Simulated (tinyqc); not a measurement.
Threshold spread from leakage statistics.

Inverse problem. VT is Gaussian with standard deviation s and Ioff goes as exp(-VT/(n Vt)), so Ioff is log-normal: mean/median = exp(w^2/2) with w = s/(n Vt). Find w, s, the relative standard deviation sqrt(exp(w^2) - 1) and the share of devices that leak more than the mean, erfc(w/(2 sqrt(2)))/2.

Parameters, values chosen for the exercise: temperature T = 350 K; subthreshold factor n = 1.21.

Constants: q = 1.602176634e-19 C, kB = 1.380649e-23 J/K, Vt = kB T/q. Results are converted to the units shown.

mean/median of the off current = 1.2646004

Answer. w = sqrt(2 ln(mean/median)); the mean lies w/2 standard deviations out in ln Ioff.

w = 0.6852
s = 25.01 mV
relative standard deviation = 0.7741
share above the mean = 36.59 %

Computed by the program tinyqc: `OMP_NUM_THREADS=1 python tinyqc.py 2090080 2090081 out.jsonl`, one thread of a shared Intel Xeon 2.30GHz, about 0.01 s for the whole run.
